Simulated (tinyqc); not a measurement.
Pull-up strength from the switching point.

Question. Transistor (EKV form, voltages against the body): I = 2 n b Vt^2 [F(vp - Vs) - F(vp - Vd)] from drain to source, F(v) = ln^2(1 + exp(v/(2 Vt))), vp = (Vg - VT + sg |Vd - Vs|)/n. n-channel bodies are at 0; for the p-channel device all voltages are counted down from Vdd. b in uA/V^2 gives I in uA. In an inverter In(Vg = Vd = VM) equals Ip at the switching point VM. Find bp and the current there.

Values chosen for this exercise:

| symbol | value | unit | meaning |
|---|---|---|---|
| T | 293 | K | temperature |
| Vdd | 0.8 | V | supply voltage |
| n | 1.31 |  | slope factor |
| sg | 0.051 |  | drain-induced barrier lowering |
| VTn | 0.34 | V | n-channel threshold |
| VTp | 0.35 | V | p-channel threshold (magnitude) |
| bn | 840 | uA/V^2 | gain factor of the pull-down transistor |

Constants: q = 1.602176634e-19 C, kB = 1.380649e-23 J/K, Vt = kB T/q. Results are converted to the units shown.

VM = 0.359674001 V

Solution. Ip is proportional to bp, so bp is In(VM) over the p-channel current for unit b.

bp = 250 uA/V^2
current at VM = 1.46 uA

Program tinyqc, `OMP_NUM_THREADS=1 python tinyqc.py 2340102 2340103 out.jsonl`; Intel Xeon 2.30GHz, shared host, one thread, about 0.06 s.
